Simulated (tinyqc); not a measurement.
Worked calculation: FCI on RHF in the sto-3g basis, for Li+, spin multiplicity 1. Computed by tinyqc, a small Python program that keeps every step (integrals from PySCF). Settings: charge = 1, multiplicity = 1, basis = sto-3g, method = RHF, energy threshold = 1e-10, iteration cap = 68, orthogonalisation = symmetric, start = Wolfsberg-Helmholz matrix, DIIS depth = 6, ci = FCI, davidson = 1. Command: `OMP_NUM_THREADS=1 python tinyqc.py 25766 25767 out.jsonl` (the two numbers bound the seeds that draw the settings). One thread of a shared host (Intel(R) Xeon(R) Processor @ 2.60GHz), about 0.09 s of CPU time with the checks. The early iterations of the SCF are left out here.

## One-electron integrals

Geometry (angstrom):
```
atom,x,y,z
Li,0.0000,0.0000,0.0000
```

Basis sto-3g: exponents (1/bohr^2) and contraction coefficients of normalised primitives:
```
element,l (shell),exponent,coefficient
Li,s (1),16.1196,0.1543
Li,s (1),2.9362,0.5353
Li,s (1),0.7947,0.4446
Li,s (2),0.6363,-0.1000
Li,s (2),0.1479,0.3995
Li,s (2),0.0481,0.7001
Li,p (3),0.6363,0.1559
Li,p (3),0.1479,0.6077
Li,p (3),0.0481,0.3920
```

Overlap, kinetic and nuclear-attraction integrals over the contracted functions; the nuclear repulsion is the sum of Za Zb / Rab.

nuclear repulsion = 0 hartree

overlap S:
```
,1Li 1s,1Li 2s,1Li 2px,1Li 2py,1Li 2pz
1Li 1s,1.0000,0.2411,0.0000,0.0000,0.0000
1Li 2s,0.2411,1.0000,0.0000,0.0000,0.0000
1Li 2px,0.0000,0.0000,1.0000,0.0000,0.0000
1Li 2py,0.0000,0.0000,0.0000,1.0000,0.0000
1Li 2pz,0.0000,0.0000,0.0000,0.0000,1.0000
```

kinetic energy T (hartree):
```
,1Li 1s,1Li 2s,1Li 2px,1Li 2py,1Li 2pz
1Li 1s,3.5768,-0.0202,0.0000,0.0000,0.0000
1Li 2s,-0.0202,0.1022,0.0000,0.0000,0.0000
1Li 2px,0.0000,0.0000,0.3197,0.0000,0.0000
1Li 2py,0.0000,0.0000,0.0000,0.3197,0.0000
1Li 2pz,0.0000,0.0000,0.0000,0.0000,0.3197
```

nuclear attraction V (hartree):
```
,1Li 1s,1Li 2s,1Li 2px,1Li 2py,1Li 2pz
1Li 1s,-7.9829,-0.9643,0.0000,0.0000,0.0000
1Li 2s,-0.9643,-1.2069,0.0000,0.0000,0.0000
1Li 2px,0.0000,0.0000,-1.1973,0.0000,0.0000
1Li 2py,0.0000,0.0000,0.0000,-1.1973,0.0000
1Li 2pz,0.0000,0.0000,0.0000,0.0000,-1.1973
```

core Hamiltonian H = T + V (hartree):
```
,1Li 1s,1Li 2s,1Li 2px,1Li 2py,1Li 2pz
1Li 1s,-4.4061,-0.9846,0.0000,0.0000,0.0000
1Li 2s,-0.9846,-1.1048,0.0000,0.0000,0.0000
1Li 2px,0.0000,0.0000,-0.8776,0.0000,0.0000
1Li 2py,0.0000,0.0000,0.0000,-0.8776,0.0000
1Li 2pz,0.0000,0.0000,0.0000,0.0000,-0.8776
```

## Two-electron integrals

Functions are numbered as in S; the eight-fold symmetry (ij|kl) = (ji|kl) = (kl|ij) leaves the list below.

Two-electron integrals (ij|kl) in chemists' order, unique and non-zero (hartree):
```
i,j,k,l,(ij|kl)
1,1,1,1,1.6804
2,1,1,1,0.2654
2,1,2,1,0.0499
2,2,1,1,0.3977
2,2,2,1,0.0929
2,2,2,2,0.2906
3,1,3,1,0.0090
3,2,3,1,0.0138
3,2,3,2,0.0642
3,3,1,1,0.3966
3,3,2,1,0.0929
3,3,2,2,0.2905
3,3,3,3,0.3129
4,1,4,1,0.0090
4,2,4,1,0.0138
4,2,4,2,0.0642
4,3,4,3,0.0169
4,4,1,1,0.3966
4,4,2,1,0.0929
4,4,2,2,0.2905
4,4,3,3,0.2792
4,4,4,4,0.3129
5,1,5,1,0.0090
5,2,5,1,0.0138
5,2,5,2,0.0642
5,3,5,3,0.0169
5,4,5,4,0.0169
5,5,1,1,0.3966
5,5,2,1,0.0929
5,5,2,2,0.2905
5,5,3,3,0.2792
5,5,4,4,0.2792
5,5,5,5,0.3129
```

## Orthogonalisation

S = U s U^T; symmetric (Loewdin) form X = U s^(-1/2) U^T, so that X^T S X = 1.

eigenvalues of S: 0.7589  1.0000  1.0000  1.0000  1.2411

X:
```
,1Li 1s,1Li 2s,1Li 2px,1Li 2py,1Li 2pz
1Li 1s,1.0228,-0.1252,0.0000,0.0000,0.0000
1Li 2s,-0.1252,1.0228,0.0000,0.0000,0.0000
1Li 2px,0.0000,0.0000,1.0000,0.0000,0.0000
1Li 2py,0.0000,0.0000,0.0000,1.0000,0.0000
1Li 2pz,0.0000,0.0000,0.0000,0.0000,1.0000
```

## Iteration 4 (converged): orbitals

converged F (hartree):
```
,1Li 1s,1Li 2s,1Li 2px,1Li 2py,1Li 2pz
1Li 1s,-2.7347,-0.7303,0.0000,0.0000,0.0000
1Li 2s,-0.7303,-0.3647,0.0000,0.0000,0.0000
1Li 2px,0.0000,0.0000,-0.0945,0.0000,0.0000
1Li 2py,0.0000,0.0000,0.0000,-0.0945,0.0000
1Li 2pz,0.0000,0.0000,0.0000,0.0000,-0.0945
```

Diagonalise F' = X^T F X, C = X C', fill 1 alpha and 1 beta electrons from the bottom; D = 2 C_occ C_occ^T. Each column has its largest component positive (the first on a tie).

F' = X^T F X (hartree):
```
,1,2,3,4,5
1,-2.6794,-0.3786,0.0000,0.0000,0.0000
2,-0.3786,-0.2374,0.0000,0.0000,0.0000
3,0.0000,0.0000,-0.0945,0.0000,0.0000
4,0.0000,0.0000,0.0000,-0.0945,0.0000
5,0.0000,0.0000,0.0000,0.0000,-0.0945
```

orbital energies (hartree): MO1 -2.7368, MO2 -0.1800, MO3 -0.0945, MO4 -0.0945, MO5 -0.0945

coefficients C:
```
,MO1,MO2,MO3,MO4,MO5
1Li 1s,0.9925,-0.2769,0.0000,0.0000,0.0000
1Li 2s,0.0294,1.0300,0.0000,0.0000,0.0000
1Li 2px,0.0000,0.0000,1.0000,0.0000,0.0000
1Li 2py,0.0000,0.0000,0.0000,1.0000,0.0000
1Li 2pz,0.0000,0.0000,0.0000,0.0000,1.0000
```

D after iteration 4:
```
,1Li 1s,1Li 2s,1Li 2px,1Li 2py,1Li 2pz
1Li 1s,1.9701,0.0584,0.0000,0.0000,0.0000
1Li 2s,0.0584,0.0017,0.0000,0.0000,0.0000
1Li 2px,0.0000,0.0000,0.0000,0.0000,0.0000
1Li 2py,0.0000,0.0000,0.0000,0.0000,0.0000
1Li 2pz,0.0000,0.0000,0.0000,0.0000,0.0000
```

Within a degenerate level the vectors are fixed only up to a rotation; this is one choice.

## Convergence

Stop when the energy changes by less than 1e-10 hartree and every element of the error matrix X^T (F D S - S D F) X is below 3e-06.

Course of the cycle:
```
iteration,E (hartree),change,largest element of the error matrix
1,-7.135447,-,2.02e-03
2,-7.135448,-8.95e-07,2.45e-04
3,-7.135448,-1.33e-08,1.03e-08
4,-7.135448,0.0000,4.46e-09
```

PySCF RHF in the same basis = -7.135448 hartree

Converged in 4 iterations.

## Integrals over molecular orbitals

(pq|rs) = sum C_ip C_jq C_kr C_ls (ij|kl), one index at a time.

one-electron integrals over orbitals h = C^T H C (hartree):
```
,1,2,3,4,5
1,-4.3987,0.1791,0.0000,0.0000,0.0000
2,0.1791,-0.9482,0.0000,0.0000,0.0000
3,0.0000,0.0000,-0.8776,0.0000,0.0000
4,0.0000,0.0000,0.0000,-0.8776,0.0000
5,0.0000,0.0000,0.0000,0.0000,-0.8776
```

Two-electron integrals over orbitals (pq|rs), unique and non-zero (hartree):
```
p,q,r,s,(pq|rs)
1,1,1,1,1.6619
2,1,1,1,-0.1791
2,1,2,1,0.0297
2,2,1,1,0.3990
2,2,2,1,-0.0095
2,2,2,2,0.2822
3,1,3,1,0.0097
3,2,3,1,0.0135
3,2,3,2,0.0609
3,3,1,1,0.3964
3,3,2,1,-0.0060
3,3,2,2,0.2856
3,3,3,3,0.3129
4,1,4,1,0.0097
4,2,4,1,0.0135
4,2,4,2,0.0609
4,3,4,3,0.0169
4,4,1,1,0.3964
4,4,2,1,-0.0060
4,4,2,2,0.2856
4,4,3,3,0.2792
4,4,4,4,0.3129
5,1,5,1,0.0097
5,2,5,1,0.0135
5,2,5,2,0.0609
5,3,5,3,0.0169
5,4,5,4,0.0169
5,5,1,1,0.3964
5,5,2,1,-0.0060
5,5,2,2,0.2856
5,5,3,3,0.2792
5,5,4,4,0.2792
5,5,5,5,0.3129
```

## FCI: determinants and Hamiltonian

Hartree-Fock energy = -7.135448 hartree

Slater-Condon rules over spin orbitals, with the nuclear repulsion added and E(HF) subtracted on the diagonal. Only determinants linked to the reference directly or through others are kept (one block of an abelian symmetry group), so some states are absent.

Occupation strings over the orbitals (2 doubly, a alpha, b beta, 0 empty; spin orbitals ordered 1a 1b 2a 2b ...): 20000 ab000 ba000 02000 00200 00020 00002

H - E(HF) between determinants (hartree):
```
,20000,ab000,ba000,02000,00200,00020,00002
20000,0.0000,0.0000,0.0000,0.0297,0.0097,0.0097,0.0097
ab000,0.0000,2.1875,-0.0297,0.1696,0.0135,0.0135,0.0135
ba000,0.0000,-0.0297,2.1875,-0.1696,-0.0135,-0.0135,-0.0135
02000,0.0297,0.1696,-0.1696,5.5212,0.0609,0.0609,0.0609
00200,0.0097,0.0135,-0.0135,0.0609,5.6932,0.0169,0.0169
00020,0.0097,0.0135,-0.0135,0.0609,0.0169,5.6932,0.0169
00002,0.0097,0.0135,-0.0135,0.0609,0.0169,0.0169,5.6932
```

## FCI: roots

Diagonalise (each vector has its largest component positive (the first on a tie)); all determinants have Ms = 0, so triplets appear too. The lowest singlet root is the correlation energy.

lowest roots of this matrix, relative to E(HF) (hartree): -0.0002  2.1578  2.1997  5.4898  5.6764  5.6764  5.7761

lowest vectors:
```
,root 1,root 2,root 3,root 4
20000,1.0000,0.0000,-0.0010,0.0036
ab000,0.0004,0.7071,0.7053,0.0441
ba000,-0.0004,0.7071,-0.7053,-0.0441
02000,-0.0054,0.0000,-0.0718,0.9085
00200,-0.0016,0.0000,-0.0041,-0.2385
00020,-0.0016,0.0000,-0.0041,-0.2385
00002,-0.0016,0.0000,-0.0041,-0.2385
```

<S^2> of these roots: 0.0000  2.0000  0.0000  0.0000  0.0000  0.0000  0.0000

weight of the ground state by excitation level 0, 1, 2, ...: 1.0000  0.0000  0.0000

Within a degenerate level the vectors are fixed only up to a rotation; this is one choice.

## The lowest root by the Davidson method

Start from the reference; add the residual divided by (theta - H_ii), orthogonalised, at each step.

Davidson iterations:
```
iteration,subspace,lowest Ritz value (hartree),residual norm
1,1,0.000000,3.41e-02
2,2,-0.000206,1.43e-03
3,3,-0.000207,6.25e-05
4,4,-0.000207,2.23e-17
```
